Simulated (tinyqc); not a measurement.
Six-band Luttinger-Kohn model with strain: one step. Band edges at k = 0. Three cases, with inputs chosen for the exercise.

Question. Diagonalise H at k = 0. The weights add +m and -m (m along z) and are averaged over each pair.

Six-band Luttinger-Kohn model in the basis |3/2,3/2>, |3/2,1/2>, |3/2,-1/2>, |3/2,-3/2>, |1/2,1/2>, |1/2,-1/2>, electron energies, zero at the top of the unstrained valence band. H = -[rows: (P+Q, -S, R, 0, -S/r2, r2 R); (-S*, P-Q, 0, R, -r2 Q, r32 S); (R*, 0, P-Q, S, r32 S*, r2 Q); (0, R*, S*, P+Q, -r2 R*, -S*/r2); (-S*/r2, -r2 Q, r32 S, -r2 R, P+Dso, 0); (r2 R*, r32 S*, r2 Q, -S/r2, 0, P+Dso)], r2 = sqrt(2), r32 = sqrt(3/2). Levels are twofold.

P = c g1 k^2 - av tr(e); Q = c g2 (kx^2 + ky^2 - 2 kz^2) - (b/2)(exx + eyy - 2 ezz); R = c sqrt3 [-g2 (kx^2 - ky^2) + 2i g3 kx ky] + (sqrt3/2) b (exx - eyy) - i d exy; S = 2 c sqrt3 g3 (kx - i ky) kz - d (exz - i eyz); c = hbar^2/2m0, e the strain tensor (not engineering shear).

Constants: hbar^2/2m0 = 3.80998211 eV angstrom^2.

Give: edges from the top; weights at k = 0.

Case 1.

Values chosen (near those of AlAs; shifted at random, so the results belong to these values and not to a real crystal): Dso = 0.281 eV (spin-orbit splitting); g1 = 3.76 (Luttinger gamma1); g2 = 0.82 (gamma2); g3 = 1.42 (gamma3); av = 2.47 eV (valence hydrostatic potential); b = -2.28 eV (tetragonal shear potential); d = -3.41 eV (trigonal shear potential).

strain tensor, rows x, y, z and columns alike:
```
[[-0.00572654, -0.00704420, 0.00000000],
 [-0.00704420, -0.00572654, 0.00000000],
 [0.00000000, 0.00000000, 0.00488373]]
```

Answer.

edges from the top (eV): [0.0241, -0.0491, -0.3047]

weights at k = 0, rows |3/2,+-3/2>, |3/2,+-1/2>, |1/2,+-1/2>; columns top, second, third:
```
[[0.813, 0.177, 0.010],
 [0.168, 0.818, 0.014],
 [0.019, 0.004, 0.976]]
```

The stress splits the top two pairs by 73.2 meV, 2.83 times kT at 300 K (25.85 meV); the third lies 328.8 meV below the top, against Dso = 281 meV without stress.

Case 2.

Values chosen (near those of GaSb; shifted at random, so the results belong to these values and not to a real crystal): Dso = 0.732 eV (spin-orbit splitting); g1 = 13.59 (Luttinger gamma1); g2 = 4.66 (gamma2); g3 = 5.95 (gamma3); av = 0.8 eV (valence hydrostatic potential); b = -1.89 eV (tetragonal shear potential); d = -4.64 eV (trigonal shear potential).

strain tensor, rows x, y, z and columns alike:
```
[[-0.00325636, -0.00662651, -0.00662651],
 [-0.00662651, -0.00325636, -0.00662651],
 [-0.00662651, -0.00662651, -0.00325636]]
```

Answer.

edges from the top (eV): [0.0526, -0.0611, -0.7470]

weights at k = 0, rows |3/2,+-3/2>, |3/2,+-1/2>, |1/2,+-1/2>; columns top, second, third:
```
[[0.496, 0.500, 0.004],
 [0.496, 0.500, 0.004],
 [0.009, 0.000, 0.991]]
```

The stress splits the top two pairs by 113.7 meV, 4.40 times kT at 300 K (25.85 meV); the third lies 799.6 meV below the top, against Dso = 732 meV without stress.

Case 3.

Values chosen (near those of InP; shifted at random, so the results belong to these values and not to a real crystal): Dso = 0.107 eV (spin-orbit splitting); g1 = 5.07 (Luttinger gamma1); g2 = 1.6 (gamma2); g3 = 2.1 (gamma3); av = 0.6 eV (valence hydrostatic potential); b = -1.99 eV (tetragonal shear potential); d = -5.04 eV (trigonal shear potential).

strain tensor, rows x, y, z and columns alike:
```
[[0.00709195, 0.00749453, 0.00000000],
 [0.00749453, 0.00709195, 0.00000000],
 [0.00000000, 0.00000000, -0.00776705]]
```

Answer.

edges from the top (eV): [0.0536, -0.0021, -0.1470]

weights at k = 0, rows |3/2,+-3/2>, |3/2,+-1/2>, |1/2,+-1/2>; columns top, second, third:
```
[[0.127, 0.661, 0.212],
 [0.857, 0.058, 0.085],
 [0.016, 0.281, 0.704]]
```

The stress splits the top two pairs by 55.7 meV, 2.16 times kT at 300 K (25.85 meV); the third lies 200.6 meV below the top, against Dso = 107 meV without stress.

Computed by tinyqc, one run a case: `OMP_NUM_THREADS=1 python tinyqc.py N N+1 out.jsonl` with N = 1051577, 1080089, 1080113; one thread of a shared Intel(R) Xeon(R) Processor @ 2.30GHz, about 0.1 s a run at most.
